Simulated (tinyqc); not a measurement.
MOSFET in the linear regime without short-channel effects, parameter extraction from computed curves: two steps of the calculation.

Inversion charge Q = Cox n Vt W0(exp((Vg - VT)/(n Vt))), W0 the Lambert function and n = nf; u = Q/Cox; mobility mu = mu0/(1 + th1 u + th2 u^2); channel resistance Rch = (L - dL)/(W mu Q); Id = Vd/(Rch + Rsd/W). Cox = eps0 eox/tox. Small Vd, no channel-length or drain effects.

Parameters, values chosen for the exercise; channel values of the order met in silicon transistors: temperature T = 200 K; relative permittivity of the gate insulator (close to aluminium oxide) eox = 8.98; insulator thickness tox = 3.5 nm; low-field mobility mu0 = 270 cm^2/(V s); first mobility attenuation factor th1 = 0.14 1/V; second mobility attenuation factor th2 = 0 1/V^2; threshold voltage VT = 0.4 V; body factor nf = 1.21; gate width W = 10 um; drawn gate length L = 0.39 um; drawn less effective length dL = 0.011 um; source plus drain resistance Rsd = 590 ohm um; drain voltage Vd = 0.02 V.

Constants: q = 1.602176634e-19 C, kB = 1.380649e-23 J/K, Vt = kB T/q, eps0 = 8.8541878128e-14 F/cm where lengths are in cm. Results are converted to the units shown.

Task 1. Transfer curve. u, mu, Rch and Id as defined.

Vg, point 0 to 10 (V): 0.24  0.32  0.4  0.48  0.56  0.64  0.72  0.8  0.88  0.96  1.04

Wanted: u; mu; Rch; Id.

Result 1.

```
point      u (V)  mu (cm^2/(V s))  Rch (ohm)    Id (uA)
0      9.7029e-6           270.00   6.3682e6  0.0031406
1      4.4053e-4           269.98   1.4027e5    0.14252
2       0.011827           269.55     5233.1     3.7792
3       0.058492           267.81     1065.0     17.793
4        0.12299           265.43     511.04     35.085
5        0.19354           262.88     327.91     51.691
6        0.26684           260.28     240.21     66.842
7        0.34169           257.67     189.49     80.486
8        0.41751           255.09     156.65     92.743
9        0.49400           252.53     133.73     103.77
10       0.57098           250.01     116.87     113.72
```

Task 2. The Y function. Y_i = Id_i/sqrt(gm_i). For Id = beta Vd x/(1 + th x), x = Vg - VT, Y = sqrt(beta Vd) x whatever th. Slope s from points 6 and 9; VT_Y = Vg - Y/s at point 9; beta = s^2/Vd; mobility beta L/(W Cox) with the drawn L; th* = (beta Vd x/Id - 1)/x at point 9.

```
point  Vg (V)       Id (uA)
0        0.24  0.0031405694
1        0.32    0.14251935
2         0.4     3.7792452
3        0.48     17.793115
4        0.56     35.085412
5        0.64     51.690944
6        0.72     66.842274
7         0.8     80.486233
8        0.88     92.743465
9        0.96     103.77089
10       1.04     113.72127
```

gm, point 1 to 9 (uS): 23.600654  110.31622  195.66354  211.86143  198.48039  179.97055  161.88244  145.52914  131.11130

Wanted: Y; s; VT_Y; beta; mobility from Y; th*.

Result 2.

Y, point 1 to 9 (uA^0.5 V^0.5): 0.02934  0.3598  1.272  2.410  3.669  4.983  6.326  7.688  9.063
s = 17.00 uA^0.5 V^-0.5
VT_Y = 0.4269 V
beta = 1.445e4 uA/V^2
mobility from Y = 248.1 cm^2/(V s)
th* = 0.9093 1/V

The mobility from Y is 11 % below mu0 L/(L - dL) = 278 cm^2/(V s), which it should reach in deep inversion when th2 = 0.

Program tinyqc, `OMP_NUM_THREADS=1 python tinyqc.py 2210127 2210128 out.jsonl`; Intel Xeon 2.30GHz, shared host, one thread, about 0.01 s.
